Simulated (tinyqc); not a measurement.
From results back to parameters: deformation-potential model of the X valleys of a conduction band. Five cases, with inputs chosen for the exercise.

Problem. An ellipsoidal valley with ml > mt has the density-of-states mass m_d = (ml mt^2)^(1/3) and, averaged over equivalent valleys, the conductivity mass m_c = 3/(1/ml + 2/mt).

Find: K = ml/mt; mt; ml.

Method. With K = ml/mt, m_d/m_c = K^(1/3) (2 + 1/K)/3, which rises steadily for K > 1 and so fixes K; then mt = m_d K^(-1/3) and ml = K mt.

Case 1.

m_d = 0.3630763 m0
m_c = 0.2841692 m0

Solution.

K = ml/mt = 5.396
mt = 0.207 m0
ml = 1.117 m0

Case 2.

m_d = 0.3634118 m0
m_c = 0.2832083 m0

Solution.

K = ml/mt = 5.490
mt = 0.206 m0
ml = 1.131 m0

Case 3.

m_d = 0.3608963 m0
m_c = 0.2837305 m0

Solution.

K = ml/mt = 5.300
mt = 0.207 m0
ml = 1.097 m0

Case 4.

m_d = 0.3652305 m0
m_c = 0.2845937 m0

Solution.

K = ml/mt = 5.493
mt = 0.207 m0
ml = 1.137 m0

Case 5.

m_d = 0.3425507 m0
m_c = 0.2667708 m0

Solution.

K = ml/mt = 5.505
mt = 0.194 m0
ml = 1.068 m0

Computed by tinyqc, one run a case: `OMP_NUM_THREADS=1 python tinyqc.py N N+1 out.jsonl` with N = 1050125, 1050147, 1050151, 1050232, 1050332; one thread of a shared Intel(R) Xeon(R) Processor @ 2.30GHz, about 0.02 s a run at most.
